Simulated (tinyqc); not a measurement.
Worked calculation: finite square well with mass mismatch (envelope functions). Values are carried at full precision from step to step, so a last printed digit may differ when a step is redone from the rounded ones.

A square well of width L and depth V0, mass mw inside and mb outside, energies from the bottom of the well, c = hbar^2/2m0. k = sqrt(mw E/c), kappa = sqrt(mb (V0 - E)/c). psi and psi'/m are continuous at the walls (BenDaniel-Duke), so level n solves k L + 2 atan[(k/mw)/(kappa/mb)] = n pi.

Constants: hbar^2/2m0 = 3.80998211 eV angstrom^2.

Inputs chosen for the exercise (near those of the light valleys of a Si film in SiO2; shifted at random, so the results belong to these values and not to a real crystal): L = 68 angstrom (well width); V0 = 3.226 eV (barrier height); mw = 0.195 m0 (mass in the well); mb = 0.495 m0 (mass in the barrier); alpha_w = 0.55 1/eV (non-parabolicity in the well); alpha_b = 0.15 1/eV (non-parabolicity in the barrier).

## How many levels are bound

At E = V0 the arctangent equals pi/2, so level n is bound if k0 L > (n - 1) pi with k0 = sqrt(mw V0/c). Compare with the infinitely deep well, E1(hard) = c (pi/L)^2/mw.

k0 = 0.40634 1/angstrom
k0 L/pi = 8.7952
number of bound levels = 9
E1(hard) = 0.0417 eV

The count does not depend on mb. One more level binds at L = 69.6 angstrom.

## The lowest level by bisection

f(E) = k L + 2 atan[(k/mw)/(kappa/mb)] - pi rises with E. Twelve halvings of [0, V0]: keep the half in which f changes sign.

Bisection:

| step | low (eV) | high (eV) | midpoint (eV) | k | kappa | f |
|---|---|---|---|---|---|---|
| 1 | 0.00000 | 3.22600 | 1.61300 | 0.28732 | 0.45778 | 18.4171 |
| 2 | 0.00000 | 1.61300 | 0.80650 | 0.20317 | 0.56067 | 12.1613 |
| 3 | 0.00000 | 0.80650 | 0.40325 | 0.14366 | 0.60559 | 7.7115 |
| 4 | 0.00000 | 0.40325 | 0.20162 | 0.10158 | 0.62684 | 4.5467 |
| 5 | 0.00000 | 0.20162 | 0.10081 | 0.07183 | 0.63720 | 2.3003 |
| 6 | 0.00000 | 0.10081 | 0.05041 | 0.05079 | 0.64232 | 0.7085 |
| 7 | 0.00000 | 0.05041 | 0.02520 | 0.03592 | 0.64487 | -0.4184 |
| 8 | 0.02520 | 0.05041 | 0.03780 | 0.04399 | 0.64360 | 0.1931 |
| 9 | 0.02520 | 0.03780 | 0.03150 | 0.04015 | 0.64423 | -0.0972 |
| 10 | 0.03150 | 0.03780 | 0.03465 | 0.04211 | 0.64391 | 0.0513 |
| 11 | 0.03150 | 0.03465 | 0.03308 | 0.04115 | 0.64407 | -0.0221 |
| 12 | 0.03308 | 0.03465 | 0.03387 | 0.04163 | 0.64399 | 0.0148 |

After twelve halvings the bracket is V0/4096 = 0.788 meV wide.

## Bound levels

Solve the condition for each n (six at most). With A = cos(kL/2) for even and sin(kL/2) for odd levels, the probability in the barriers is Pb = (A^2/kappa)/(A^2/kappa + L/2 +/- sin(kL)/(2k)), + for even.

Levels:

| n | parity | E (eV) | k (1/angstrom) | kappa (1/angstrom) | Pb |
|---|---|---|---|---|---|
| 1 | even | 0.0335 | 0.04144 | 0.64403 | 0.0011 |
| 2 | odd | 0.1345 | 0.08296 | 0.63376 | 0.0042 |
| 3 | even | 0.3036 | 0.12465 | 0.61619 | 0.0090 |
| 4 | odd | 0.5418 | 0.16653 | 0.59054 | 0.0153 |
| 5 | even | 0.8502 | 0.20861 | 0.55558 | 0.0230 |
| 6 | odd | 1.2294 | 0.25084 | 0.50932 | 0.0322 |

The lowest level lies at 80 % of the infinite-well value and decays into the barrier over 1/kappa = 1.6 angstrom. Above about 0.5 eV (from level 4 on) a parabolic band is a rough model.

## Mass in the plane and density of states

To first order in the in-plane energy, 1/m_par = (1 - Pb)/mw + Pb/mb for each subband. Each adds a step D = m_par/(2 pi c) to the density of states per area (spin included, one valley); 1/angstrom^2 = 1e16/cm^2.

Subbands:

| n | m_par (m0) | D (1e13/(eV cm^2)) |
|---|---|---|
| 1 | 0.1951 | 8.151 |
| 2 | 0.1955 | 8.166 |
| 3 | 0.1961 | 8.190 |
| 4 | 0.1968 | 8.222 |
| 5 | 0.1978 | 8.261 |
| 6 | 0.1989 | 8.308 |

The mass is taken as isotropic here; the valleys of Si are not, and in the plane they have sqrt(ml mt), about 0.42 m0, so their real steps are about twice as large.

## Levels with energy-dependent masses

Non-parabolic bands: mw is replaced by mw (1 + alpha_w E) and mb by mb (1 - alpha_b (V0 - E)), in k, kappa and the matching condition alike.

Solve the same condition with the energy-dependent masses, and list the shift from the parabolic levels that exist in both.

Levels:

| n | E (eV) | mass inside | mass outside | shift (meV) |
|---|---|---|---|---|
| 1 | 0.0350 | 0.1988 | 0.2581 | 1.4 |
| 2 | 0.1335 | 0.2093 | 0.2654 | -1.0 |
| 3 | 0.2812 | 0.2252 | 0.2763 | -22.4 |
| 4 | 0.4632 | 0.2447 | 0.2899 | -78.6 |
| 5 | 0.6683 | 0.2667 | 0.3051 | -181.9 |
| 6 | 0.8889 | 0.2903 | 0.3215 | -340.5 |

Level 1 moves by +1.4 meV and level 6 by -340.5 meV. The lighter mass deep in the barrier hardens the wall for low levels; the heavier mass in the well wins higher up.

## Checks

- Lowest level by finite differences (200 cells across the well) against the matching condition, eV: both 0.0335.

Run: tinyqc, `OMP_NUM_THREADS=1 python tinyqc.py 1252361 1252362 out.jsonl`; Intel(R) Xeon(R) Processor @ 2.30GHz, one thread, shared host; about 0.01 s of CPU time with all checks.
